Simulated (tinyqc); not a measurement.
# Germanium share from the critical thickness

Inverse problem. Critical thickness (Matthews-Blakeslee, 60-degree dislocations): h = bv (1 - nu/4)[ln(h/bv) + 1]/(4 pi e_par (1 + nu)), nu = c12/(c11 + c12). e_par = b1 x. Find e_par and x.

Inputs (values chosen for the exercise):
```
symbol   value  unit                      meaning
b1      0.0418        lattice mismatch per unit x
c11        170   GPa             elastic constant
c12       65.7   GPa             elastic constant
bv       0.384    nm               Burgers vector
```

critical thickness = 4.6439796 nm

Answer. For given h the relation is explicit in the strain.

e_par = 1.672 %
x = 0.4000

Computed by the program tinyqc: `OMP_NUM_THREADS=1 python tinyqc.py 2530134 2530135 out.jsonl`, one thread of a shared Intel Xeon 2.30GHz, about 0.01 s for the whole run.
